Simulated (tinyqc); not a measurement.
# Chemical vapour deposition: Grove model, boundary layer, depletion and step coverage, step by step

A worked calculation. Computed by tinyqc, a small Python program that keeps every step. Command: `OMP_NUM_THREADS=1 python tinyqc.py 3000242 3000243 out.jsonl cvd walk`. One thread of a shared host (Intel(R) Xeon(R) Processor @ 2.30GHz), about 0.01 s of CPU time with the checks. Intermediate numbers are printed to about 6 digits and carried at full precision; extremes and crossings named in words are read from the listed rows.

A precursor diffuses to the surface and reacts there at first order; each molecule that reacts adds one formula unit of film.

Inputs (values chosen for the exercise, close to those used for tungsten from its fluoride):
```
quantity,value,unit
prefactor k0 of k_s,3.2e+06,cm/s
activation energy E,0.781,eV
temperature T,410,C
total pressure p,760,torr
mole fraction of the precursor Y,0.0021,-
gas diffusivity D0 at 273.15 K and 760 torr,0.57,cm^2/s
film density N,6.3e+22,formula units/cm^3
precursor mass M,298,u
trench width w,0.079,um
aspect ratio of the trench,130,-
gas velocity U,42,cm/s
kinematic viscosity nu0 at 273.15 K and 760 torr,0.81,cm^2/s
susceptor length L,54,cm
channel height b,8.3,cm
```

Reactor: horizontal, atmospheric.

Constants: k_B = 1.380649e-23 J/K; u = 1.6605390666e-27 kg; k_B = 8.617333262e-05 eV/K.

## Gas-phase and surface constants

k_s = k0 exp(-E/(k_B T)); C_g = Y p/(k_B T), 1 torr = 133.322 Pa; D = D0 (T/273.15)^1.75 (760/p). Temperatures in kelvin are T(C) + 273.15. Mean speed c = sqrt(8 k_B T/(pi M)); reactive sticking probability beta = 4 k_s/c.

surface rate constant k_s = 5.53996 cm/s

precursor density C_g = 2.25598e+16 1/cm^3

gas diffusivity D = 2.83515 cm^2/s

mean speed c = 22031.1 cm/s

sticking probability beta = 0.00100584

## Boundary layer

nu = nu0 (T/273.15)^1.75 (760/p); Re = U L/nu; mean boundary layer delta = (2/3) L/sqrt(Re), at most b/2; h_g = D/delta.

Reynolds number Re = 562.933

boundary layer delta = 1.51731 cm

mass-transfer coefficient h_g = 1.86854 cm/s

## Growth rate at the inlet

Fluxes in series: C_s = C_g/(1 + k_s/h_g); growth rate G = k_s h_g/(k_s + h_g) C_g/N; 1 cm/s = 6e8 nm/min.

ratio k_s/h_g = 2.96486

C_s/C_g = 0.252216

growth rate G at the inlet = 300.209 nm/min

Reaction and transport resist to a similar degree.

## Depletion along the susceptor

Plug flow: U b dC/dx = -k_eff C with k_eff = k_s h_g/(k_s + h_g), so C falls as exp(-k_eff x/(U b)); the used share of the precursor is 1 - C(L)/C(0).

k_eff = 1.39726 cm/s

depletion length = 249.488 cm

rate at the outlet over rate at the inlet = 0.805378

rate at the outlet = 241.782 nm/min

19.5 % of the precursor is used.

## Reaction control against transport control

The formulas are those given above.

Rates:
```
T (C),k_s (cm/s),h_g (cm/s),G (nm/min),reaction limit (nm/min),transport limit (nm/min)
210,2.28283e-02,1.37998,6.822,6.93511e+00,419.230
260,1.32583e-01,1.50416,33.544,3.65006e+01,414.101
310,5.69489e-01,1.62689,106.174,1.43340e+02,409.487
360,1.94316e+00,1.74831,213.345,4.50468e+02,405.298
410,5.53996e+00,1.86854,300.209,1.19029e+03,401.465
460,1.36913e+01,1.98767,347.489,2.74103e+03,397.936
510,3.01445e+01,2.10579,368.898,5.64969e+03,394.668
560,6.03713e+01,2.22297,377.718,1.06358e+04,391.626
610,1.11764e+02,2.33927,380.813,1.85750e+04,388.784
```

The apparent activation energy of G is 0.71 eV between the first rows and 0.01 eV between the last, against E = 0.781 eV. k_s passes h_g between 310 and 360 C, where control shifts from the surface to the gas. In the reaction limit the slope is E - k_B T, because C_g falls as 1/T; any further lowering comes from transport.

## Step coverage in a trench

In a long trench of width w and depth l = aspect ratio x w: Knudsen diffusivity D_K = (2w) c/3 (hydraulic diameter 2w), combined as 1/D_e = 1/D_K + 1/D; D_e d2C/dz2 = 2 k_s C/w with D_e dC/dz = -k_s C at the floor. With m = sqrt(2 k_s/(w D_e)): C(floor)/C(top) = 1/[cosh(m l) + (k_s/(D_e m)) sinh(m l)].

Knudsen diffusivity D_K = 0.116031 cm^2/s

effective diffusivity D_e = 0.111469 cm^2/s

modulus m l = 3.64291

step coverage = 0.0515943

Wall collisions limit transport in the trench; then m l = aspect ratio x sqrt(3 beta)/2, 3.5706, whatever the width. The floor is starved, and the trench would close at the top. Caution: the hydraulic-diameter form of D_K is rough for a slit.

Checks made by the program: step coverage against a numerical boundary-value solution (relative difference below 1e-10).
